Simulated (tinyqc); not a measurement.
Resistance of a source-drain extension with a graded tip: one step of the calculation.

y runs along the channel, the gate covers y > 0. The doping is N0 for y < y0 and N0 10^(-(y - y0)/la) beyond, uniform over the depth xj. Sheet conductance s(y) = q mu(N) max(N - Nch, 0) xj + (for y > 0) ma Cox Vo, with mu(N) = u0 + (u1 - u0)/(1 + (N/Nr)^au) and Cox = eps0 eox/tox. Current is taken as one-dimensional; depletion of the tip, spreading and the contact are left out. The metallurgical junction lies at yj, where N = Nch.

Question. Sheet resistances and junction position. yj = y0 + la log10(N0/Nch); sheet resistance of the full extension 1/[q mu(N0)(N0 - Nch) xj] and of the gate-induced layer 1/(ma Cox Vo); metallurgical length Lg - 2 yj; ye is where the doped and the gate-induced conductances are equal.

Parameters, values chosen for the exercise; mobility law close to that of holes in silicon: relative permittivity of the gate insulator (close to silicon dioxide) eox = 3.9; insulator thickness tox = 3.5 nm; active doping of the extension far from the gate N0 = 2.1e20 cm^-3; lateral abruptness la = 2.9 nm/decade; position under the gate where the fall begins (gate edge at 0) y0 = 1.4 nm; depth of the extension xj = 19 nm; channel doping Nch = 3.9e17 cm^-3; gate overdrive Vo = 0.44 V; mobility of the gate-induced layer ma = 34 cm^2/(V s); mobility at low doping u1 = 470.5 cm^2/(V s); mobility at high doping u0 = 44.9 cm^2/(V s); reference doping Nr = 2.23e17 cm^-3; exponent au = 0.719; gate length Lg = 50 nm.

Constants: q = 1.602176634e-19 C, eps0 = 8.8541878128e-14 F/cm where lengths are in cm. Results are converted to the units shown.

Find: yj; sheet resistance of the extension; sheet resistance of the induced layer; metallurgical length; ye; N at ye.

Answer.

yj = 9.320 nm
sheet resistance of the extension = 326.7 ohm/square
sheet resistance of the induced layer = 6.775e4 ohm/square
metallurgical length = 31.36 nm
ye = 8.655 nm
N at ye = 6.616e17 cm^-3

The gate takes over 0.666 nm before the junction, where N is still 1.70 times the channel doping.

Computed by the program tinyqc: `OMP_NUM_THREADS=1 python tinyqc.py 2282102 2282103 out.jsonl`, one thread of a shared Intel Xeon 2.30GHz, about 0.06 s for the whole run.
